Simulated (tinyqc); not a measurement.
Silicon n-p-n transistor, Gummel numbers and transit times: one step of the calculation.

One-dimensional n-p-n transistor in the forward active mode at low injection. In the base p(x) = NB exp(-eta x/wb) and ni(x)^2 = ni^2 exp((g0 + g1 x/wb)/Vt); electrons leave the base at vsat; band spikes at the emitter junction and recombination inside the emitter are ignored.

Question. Gain, Early voltage and collector delay. ni = sqrt(Nc Nv) exp(-Eg/(2 Vt)), Eg in volts; GE = NE exp(-gE/Vt)(we/Dp + 1/Se); JC = J0 exp(VBE/Vt), J0 = q ni^2/GB; gain limited by back injection GE/GB, by base recombination tb/tauB, together 1/beta = the sum of the inverses; collector layer one-sided, Wc = sqrt(2 eps0 eps_r (Vbc + VCB)/(q NC)), Vbc = Vt ln(p(wb) NC/ni^2), Cjc = eps0 eps_r/Wc; Early voltage VA = GB q p(wb)/(f(wb) Cjc [1/Dn - (eta + g1/Vt)/(wb vsat)]), f(wb) = p(wb) exp(-(g0 + g1)/Vt), p(wb) = NB exp(-eta); tauC = Wc/(2 vsat).

Values chosen for this exercise; band and dielectric values close to those of silicon: temperature T = 400 K; band gap Eg = 1.1 eV; relative permittivity eps_r = 11.5; conduction-band density of states at T Nc = 4.28e19 cm^-3; valence-band density of states at T Nv = 4.14e19 cm^-3; saturation velocity vsat = 1e7 cm/s; neutral base width wb = 55 nm; base doping at the emitter edge NB = 1.6e17 cm^-3; doping falls as exp(-eta x/wb) eta = 0; gap reduction at the emitter edge of the base g0 = 0 eV; further gap reduction across the base (linear) g1 = 0 eV; electron diffusion coefficient in the base Dn = 5.6 cm^2/s; emitter doping NE = 7.1e19 cm^-3; gap reduction in the emitter (negative: wider gap) gE = 0.109 eV; neutral emitter width we = 200 nm; hole diffusion coefficient in the emitter Dp = 0.98 cm^2/s; recombination velocity at the emitter contact Se = 80000 cm/s; electron lifetime in the base tb = 1e-7 s; collector doping NC = 9.4e15 cm^-3; collector-base reverse bias VCB = 0.1 V.

Constants: q = 1.602176634e-19 C, kB = 1.380649e-23 J/K, Vt = kB T/q, eps0 = 8.8541878128e-14 F/cm where lengths are in cm. Results are converted to the units shown.

GB = 1.7314286e11 s/cm^4
tauB = 3.2508929 ps

Find: ni; GE; J0; GE/GB; tb/tauB; beta; Wc; Cjc; VA; tauC.

Answer.

ni = 4.949e12 cm^-3
GE = 9.891e13 s/cm^4
J0 = 2.267e-5 A/cm^2
GE/GB = 571.2
tb/tauB = 3.076e4
beta = 560.8
Wc = 311.6 nm
Cjc = 0.3268 fF/um^2
VA = 4.754 V
tauC = 1.558 ps

The gain is limited more by back injection into the emitter. beta VA = 2670 V.

Range of the model: Heavy doping makes emitter or base degenerate; gE and g0 are to be read as apparent gap changes that include this.

tinyqc, about 0.01 s, one thread, Intel Xeon 2.30GHz (shared host): `OMP_NUM_THREADS=1 python tinyqc.py 2320108 2320109 out.jsonl`
